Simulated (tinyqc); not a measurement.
Threshold-voltage variability of a planar MOSFET, analytic estimates: effect of the gate width.

Three independent sources add in quadrature: random dopants in the depleted layer, metal-gate grains of two orientations, and roughness of the two gate edges acting through the roll-off VT = VT(long) - Vr exp(-L/l). These are first-order estimates: no three-dimensional electrostatics, no percolation.

ni = sqrt(Nc Nv) exp(-Eg/(2 Vt)), Eg in volts; Cox = 3.9 eps0/ti; Wd = sqrt(4 eps0 eps_r Vt ln(Na/ni)/(q Na)); dopants: s1 = (q/Cox) sqrt(Na Wd/(3 L W)). Grains: Ng = L W/G^2 (at least 1), s2 = dW sqrt(p (1 - p)/Ng). Edges, with exponential correlation and u = W/La: the mean gate length has sL^2 = 2 De^2 (2/u)[1 - (1 - exp(-u))/u]; s3 = sL (Vr/l) exp(-L/l). s = sqrt(s1^2 + s2^2 + s3^2). l and Vr are held fixed.

Values chosen for this exercise; material values close to those of silicon:
```
symbol    value   unit                                                 meaning
T           400      K                                             temperature
Eg         1.11     eV                                                band gap
eps_r      11.6                     relative permittivity of the semiconductor
Nc      4.39e19  cm^-3                  conduction-band density of states at T
Nv      4.08e19  cm^-3                     valence-band density of states at T
Na       8.7e17  cm^-3                                          channel doping
ti            2     nm                 oxide-equivalent thickness in inversion
L            45     nm                                             gate length
G             4     nm                                        metal grain size
dW          0.2     eV  work-function difference of the two grain orientations
p           0.5               share of the orientation of higher work function
De            1     nm                          rms roughness of one gate edge
La           10     nm                     correlation length of the roughness
l           7.6     nm                  decay length of the threshold roll-off
Vr          2.3      V                               prefactor of the roll-off
```

Constants: q = 1.602176634e-19 C, kB = 1.380649e-23 J/K, Vt = kB T/q, eps0 = 8.8541878128e-14 F/cm where lengths are in cm. Results are converted to the units shown.

Result of one run:

| W (nm) | s1 (mV) | s2 (mV) | s3 (mV) | s (mV) | s sqrt(L W) (mV um) |
|---|---|---|---|---|---|
| 400 | 6.991 | 2.981 | 0.2535 | 7.605 | 1.020 |

What becomes of these results when the gate width W is changed from 400 to 240 nm, all else the same?

Result of the changed run:

| W (nm) | s1 (mV) | s2 (mV) | s3 (mV) | s (mV) | s sqrt(L W) (mV um) |
|---|---|---|---|---|---|
| 240 | 9.025 | 3.849 | 0.3244 | 9.817 | 1.020 |

The whole series:

| W (nm) | s1 (mV) | s2 (mV) | s3 (mV) | s (mV) | s sqrt(L W) (mV um) |
|---|---|---|---|---|---|
| 57 | 18.52 | 7.898 | 0.6177 | 20.14 | 1.020 |
| 92 | 14.58 | 6.217 | 0.5053 | 15.86 | 1.020 |
| 150 | 11.42 | 4.869 | 0.4050 | 12.42 | 1.020 |
| 240 | 9.025 | 3.849 | 0.3244 | 9.817 | 1.020 |
| 400 | 6.991 | 2.981 | 0.2535 | 7.605 | 1.020 |
| 640 | 5.527 | 2.357 | 0.2014 | 6.012 | 1.020 |
| 1000 | 4.422 | 1.886 | 0.1615 | 4.810 | 1.020 |
| 1700 | 3.391 | 1.446 | 0.1242 | 3.689 | 1.020 |

As W goes from 57 to 1700 nm, s falls from 20.1 to 3.69 mV. The dopants are the largest source in the first and the last row. The product s sqrt(L W) stays near 1.02 mV um: s1 and s2 count independent dopants and grains, so they go as 1/sqrt(L W), and s3 is too small to matter.

Computed by the program tinyqc: `OMP_NUM_THREADS=1 python tinyqc.py 2090039 2090040 out.jsonl`, one thread of a shared Intel Xeon 2.30GHz, about 0.01 s for the whole run.
